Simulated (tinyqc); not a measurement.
Thermionic-field emission through a Schottky barrier, WKB: two steps of the calculation.

Metal on an n-type semiconductor with one parabolic valley; V > 0 is forward bias (metal positive). Energies E are counted from the conduction edge of the neutral semiconductor, whose Fermi level lies at -xi; that of the metal lies at -xi - V. The barrier is a parabola of height Vd = phi - xi - V (depletion approximation, no image force).

Inputs (values chosen for the exercise); band and dielectric values close to those of gallium arsenide:
- T = 400 K (temperature)
- me = 0.0657 m0 (electron mass)
- eps_r = 12.9 (relative permittivity)
- phi = 0.94 eV (barrier height seen from the metal)
- Nd = 3.2e17 cm^-3 (donor density)
- V = 0.17 V (bias)
- nE = 11 (points of the energy grid)
- Eb = 0.96 eV (upper end of the energy grid)

Constants: q = 1.602176634e-19 C, kB = 1.380649e-23 J/K, hbar = 1.054571817e-34 J s, h = 6.62607015e-34 J s, m0 = 9.1093837015e-31 kg, Vt = kB T/q, eps0 = 8.8541878128e-14 F/cm where lengths are in cm. Results are converted to the units shown.

Problem 1. Fermi level, barrier and E00. Nc = 2 (2 pi me m0 kB T/h^2)^1.5 (times 1e-6 for cm^-3); Nd = Nc F12(-xi/Vt), F12(x) = (2/sqrt(pi)) int_0^infinity sqrt(u)/(1 + exp(u - x)) du; E00 = (hbar/2) sqrt(Nd/(me m0 eps0 eps_r)) in SI units (volts). W = sqrt(2 eps0 eps_r Vd/(q Nd)).

Wanted: Nc; xi; Vd; W; E00; E00/Vt.

Solution 1.

Nc = 6.506e17 cm^-3
xi = 0.01851 eV
Vd = 0.7515 V
W = 57.87 nm
E00 = 11.41 meV
E00/Vt = 0.3310

By a common rule of thumb, E00/Vt below 0.5 marks thermionic emission, 0.5 to 5 thermionic-field emission and above 5 field emission. By that rule alone: thermionic emission; with a high barrier, tunnelling near its top can carry most of the current even below 0.5.

Problem 2. Current density on a coarse grid. For E < Vd, ln T(E) = -(Vd/E00) [sqrt(1 - y) - y ln((1 + sqrt(1 - y))/sqrt(y))], y = E/Vd; T(E) = 1 above. J = A* T (q/kB) int_0^infinity T(E) N(E) dE, N = ln[(1 + exp((-xi - E)/Vt))/(1 + exp((-xi - V - E)/Vt))], A* = 4 pi q me m0 kB^2/h^3 (times 1e-4 for A/(cm^2 K^2)). Simpson's rule on nE equally spaced points from 0 to Eb.

xi = 0.018506436 eV
Vd = 0.75149356 V
E00 = 11.408400 meV

Find: E; T(E); N; T(E) N; J.

Solution 2.

| point | E (eV) | T(E) | N | T(E) N |
|---|---|---|---|---|
| 0 | 0.00000 | 2.4670e-29 | 0.45610 | 1.1252e-29 |
| 1 | 0.09600 | 2.8328e-21 | 0.035185 | 9.9674e-23 |
| 2 | 0.19200 | 7.0732e-16 | 0.0022085 | 1.5621e-18 |
| 3 | 0.28800 | 1.3972e-11 | 1.3646e-4 | 1.9066e-15 |
| 4 | 0.38400 | 4.4956e-8 | 8.4236e-6 | 3.7869e-13 |
| 5 | 0.48000 | 3.1688e-5 | 5.1994e-7 | 1.6476e-11 |
| 6 | 0.57600 | 0.0054401 | 3.2093e-8 | 1.7459e-10 |
| 7 | 0.67200 | 0.21345 | 1.9809e-9 | 4.2282e-10 |
| 8 | 0.76800 | 1.0000 | 1.2227e-10 | 1.2227e-10 |
| 9 | 0.86400 | 1.0000 | 7.5468e-12 | 7.5468e-12 |
| 10 | 0.96000 | 1.0000 | 4.6582e-13 | 4.6582e-13 |

J = 0.0027939 A/cm^2

The integrand peaks at E = 0.672 eV among these points, 0.89 of the barrier height.

Range of the model: The depletion approximation, a parabolic band and the neglect of image-force lowering make these currents estimates at high doping.

Numbers from tinyqc (`OMP_NUM_THREADS=1 python tinyqc.py 2640002 2640003 out.jsonl`; about 0.01 s on one thread of a shared Intel Xeon 2.30GHz).
